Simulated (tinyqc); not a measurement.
From results back to parameters: effective work function and flat-band voltage of a metal/high-k/SiO2/Si stack with a dipole layer. Three cases, with inputs chosen for the exercise.

Problem. Three stacks with (t1, t2) = (8, 20), (30, 20) and (8, 60) angstrom have the flat-band voltages below. VFB = W0 - (chi + dEF) - 4 pi e2 [Q1 EOT + Q2 x2]/3.9 with x2 = t2 3.9/eps2, EOT = t1 + x2, e2 = e^2/4 pi eps0, 1 cm^-2 = 1e-16 angstrom^-2; W0 is the work function with the dipole step.

Constants: e^2/(4 pi eps0) = 14.39964547 eV angstrom.

Find: Q1; Q2; W0.

Method. The first two stacks differ in t1 alone and give Q1; the first and third give Q1 + Q2; W0 follows from any of them.

Case 1.

Values chosen (out of a larger set: a stack on Si capped with a lanthanum-like oxide; not measured data): chi = 4.049 eV (electron affinity of the channel); dEF = 0.258 eV (Ec - EF in the channel); eps = (3.9, 25.4) (their dielectric constants).

VFB (V): 0.0032233  0.0154724  0.0317196

Solution.

Q1 = -1.2e+11 e/cm^2
Q2 = -8.8e+11 e/cm^2
W0 = 4.292 eV

Case 2.

Values chosen (out of a larger set: a stack on Si capped with a titanium-like oxide; not measured data): chi = 4.042 eV (electron affinity of the channel); dEF = 0.556 eV (Ec - EF in the channel); eps = (3.9, 21.9) (their dielectric constants).

VFB (V): 0.0009371  -0.0225402  -0.0129441

Solution.

Q1 = 2.3e+11 e/cm^2
Q2 = 1.9e+11 e/cm^2
W0 = 4.614 eV

Case 3.

Values chosen (out of a larger set: a stack on Si capped with an yttrium-like oxide; not measured data): chi = 4.057 eV (electron affinity of the channel); dEF = 0.587 eV (Ec - EF in the channel); eps = (3.9, 18.6) (their dielectric constants).

VFB (V): 0.3098546  0.2986263  0.2950672

Solution.

Q1 = 1.1e+11 e/cm^2
Q2 = 2.7e+11 e/cm^2
W0 = 4.965 eV

Computed by tinyqc, one run a case: `OMP_NUM_THREADS=1 python tinyqc.py N N+1 out.jsonl` with N = 1880581, 1880587, 1880588; one thread of a shared Intel(R) Xeon(R) Processor @ 2.30GHz, about 0.01 s a run at most.
